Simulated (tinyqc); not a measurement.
Interface traps from C-V curves, high-low and Terman methods: two steps of the calculation.

MOS capacitor on an n-type substrate; psi is the band bending, negative in depletion; only majority carriers are counted. At the bending psi the Fermi level lies y = xi - psi below the conduction edge at the surface, xi = Vt ln(Nc/Nd). Dit(y) = D0 + D1 exp(-y/E1); traps fill up to the Fermi level, follow the bias and a slow signal, and do not follow a fast one. V is the gate voltage from flat band.

Constants: q = 1.602176634e-19 C. Results are converted to the units shown.

Task 1. High-low extraction. q Dit = (1/C_LF - 1/Cox)^(-1) - (1/C_HF - 1/Cox)^(-1) at each point.

| point | C_HF (nF/cm^2) | C_LF (nF/cm^2) |
|---|---|---|
| 0 | 53.699847 | 59.352315 |
| 1 | 57.566421 | 63.379501 |
| 2 | 62.425052 | 68.522725 |
| 3 | 68.775169 | 75.364069 |
| 4 | 77.510611 | 84.929048 |
| 5 | 90.321997 | 99.107753 |
| 6 | 110.51877 | 121.47952 |
| 7 | 144.51654 | 158.72322 |

Cox = 1151.0444 nF/cm^2

Find: Dit by high-low.

Result 1.

| point | Dit by high-low (cm^-2 eV^-1) |
|---|---|
| 0 | 3.902e10 |
| 1 | 4.042e10 |
| 2 | 4.279e10 |
| 3 | 4.680e10 |
| 4 | 5.360e10 |
| 5 | 6.511e10 |
| 6 | 8.461e10 |
| 7 | 1.176e11 |

Task 2. Terman extraction. psi at each point follows from C_HF and the ideal curve. Dit = (Cox/q) d(V - V0)/dpsi by central differences over the two neighbours.

| point | psi (V) | V0 (V) | V (V) |
|---|---|---|---|
| 0 | -0.34000000 | -0.37032513 | -0.37362933 |
| 1 | -0.29785714 | -0.32604465 | -0.32911622 |
| 2 | -0.25571429 | -0.28158837 | -0.28441651 |
| 3 | -0.21357143 | -0.23690475 | -0.23947114 |
| 4 | -0.17142857 | -0.19191251 | -0.19418616 |
| 5 | -0.12928571 | -0.14647400 | -0.14840242 |
| 6 | -0.08714286 | -0.10033768 | -0.10183197 |
| 7 | -0.04500000 | -0.05301111 | -0.05392073 |

Cox = 1151.0444 nF/cm^2

Wanted: Dit by Terman.

Result 2.

| point | Dit by Terman (cm^-2 eV^-1) |
|---|---|
| 1 | 4.058e10 |
| 2 | 4.306e10 |
| 3 | 4.726e10 |
| 4 | 5.438e10 |
| 5 | 6.643e10 |
| 6 | 8.684e10 |

The differences overstate the curved tail; the largest error is 2.6 %, at point 6.

Range of the model: In a narrow-gap semiconductor minority carriers respond as well once the bending nears the inversion point; they are left out.

Computed by the program tinyqc: `OMP_NUM_THREADS=1 python tinyqc.py 2030127 2030128 out.jsonl`, one thread of a shared Intel Xeon 2.30GHz, about 0.01 s for the whole run.
